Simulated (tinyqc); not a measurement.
Periodic multilayer mirror for extreme ultraviolet light: one step. The first periods. Two cases, with inputs chosen for the exercise.

Question. List R just above the absorber of period i (counted from the substrate) and the reflectance of a mirror that ends with that period, for i = 1 to 6.

s polarisation, vacuum above. q_j = sqrt(N_j^2 - sin^2 theta); interface r_jk = (q_j - q_k)/(q_j + q_k) exp(-2 (2 pi/lam)^2 q_j q_k sg^2) (Nevot-Croce; sg = 0 if not given); phase factor of a layer x_j = exp(4 pi i q_j d_j/lam). Each period has the spacer (thickness (1 - Gm) L) on top of the absorber (Gm L). In this recursion R is the amplitude; R in tables and results is the reflectance, its squared modulus. The substrate is of the spacer material. Starting with R = 0 in it, each interface upward gives R -> (r + R x)/(1 + r R x), x that of the layer below the interface (1 for the substrate).

Give: Recursion.

Case 1.

r: vacuum/spacer 0.0005536-0.0009788i, spacer/absorber 0.0407005-0.0024864i, absorber/spacer -0.0407005+0.0024864i

x: spacer -0.9766803-0.1814984i, absorber -0.9599094+0.1949737i

Answer.

Recursion:

| i | R in the spacer | reflectance |
|---|---|---|
| 1 | 0.0792-0.0127i | 0.0063 |
| 2 | 0.1550-0.0261i | 0.0242 |
| 3 | 0.2269-0.0397i | 0.0521 |
| 4 | 0.2941-0.0531i | 0.0879 |
| 5 | 0.3564-0.0661i | 0.1293 |
| 6 | 0.4135-0.0785i | 0.1745 |

From 3 to 6 periods the reflectance grows by 3.35; amplitudes adding in phase without loss would give 4.

Case 2.

r: vacuum/spacer 0.0005027-0.0009577i, spacer/absorber 0.0410697-0.0028173i, absorber/spacer -0.0410697+0.0028173i

x: spacer -0.9739201-0.1956732i, absorber -0.9588612+0.1888015i

Answer.

Recursion:

| i | R in the spacer | reflectance |
|---|---|---|
| 1 | 0.0798-0.0132i | 0.0064 |
| 2 | 0.1564-0.0254i | 0.0246 |
| 3 | 0.2289-0.0364i | 0.0528 |
| 4 | 0.2968-0.0460i | 0.0888 |
| 5 | 0.3597-0.0542i | 0.1303 |
| 6 | 0.4174-0.0611i | 0.1753 |

From 3 to 6 periods the reflectance grows by 3.32; amplitudes adding in phase without loss would give 4.

Computed by tinyqc, one run a case: `OMP_NUM_THREADS=1 python tinyqc.py N N+1 out.jsonl` with N = 1682188, 1682718; one thread of a shared Intel(R) Xeon(R) Processor @ 2.30GHz, about 0.01 s a run at most.
